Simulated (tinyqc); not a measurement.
# Gate voltage for a given inversion charge

Inverse problem. p-type body, charge-sheet picture, depletion and inversion only, full ionisation (an idealisation for deep acceptors), Boltzmann statistics (rough once Na exp(x - xn) passes about Nc/7). In units of Vt: xg = (Vg - Vfb)/Vt, x = psi/Vt, G = gamma/sqrt(Vt), xn = (2 phiF + Vc)/Vt. The implicit equation is (xg - x)^2 = G^2 [x - 1 + exp(x - xn)] for x above about 3. Cox = eps0 eox/tox. ni = sqrt(Nc Nv) exp(-Eg/(2 Vt)), Eg in volts; phiF = Vt ln(Na/ni); gamma = sqrt(2 q eps0 eps_r Na)/Cox. N_inv = (Cox Vt G/q) [sqrt(x - 1 + exp(x - xn)) - sqrt(x - 1)]. Find x - xn, psi and Vg.

Inputs (values chosen for the exercise); band and dielectric values close to those of silicon: temperature T = 250 K; band gap Eg = 1.14 eV; relative permittivity eps_r = 11.8; conduction-band density of states at T Nc = 2.18e19 cm^-3; valence-band density of states at T Nv = 1.99e19 cm^-3; relative permittivity of the gate insulator (close to silicon nitride) eox = 7.7; insulator thickness tox = 30 nm; acceptor density Na = 1.8e18 cm^-3; flat-band voltage Vfb = -0.45 V; channel-body voltage Vc = 0.5 V.

Constants: q = 1.602176634e-19 C, kB = 1.380649e-23 J/K, Vt = kB T/q, eps0 = 8.8541878128e-14 F/cm where lengths are in cm. Results are converted to the units shown.

N_inv = 3.9e10 cm^-2

Answer. N_inv rises steadily with x, so it fixes x; the implicit equation then gives xg directly.

x - xn = -0.08163
psi = 1.533 V
Vg = 5.309 V

Numbers from tinyqc (`OMP_NUM_THREADS=1 python tinyqc.py 2122131 2122132 out.jsonl`; about 0.01 s on one thread of a shared Intel Xeon 2.30GHz).
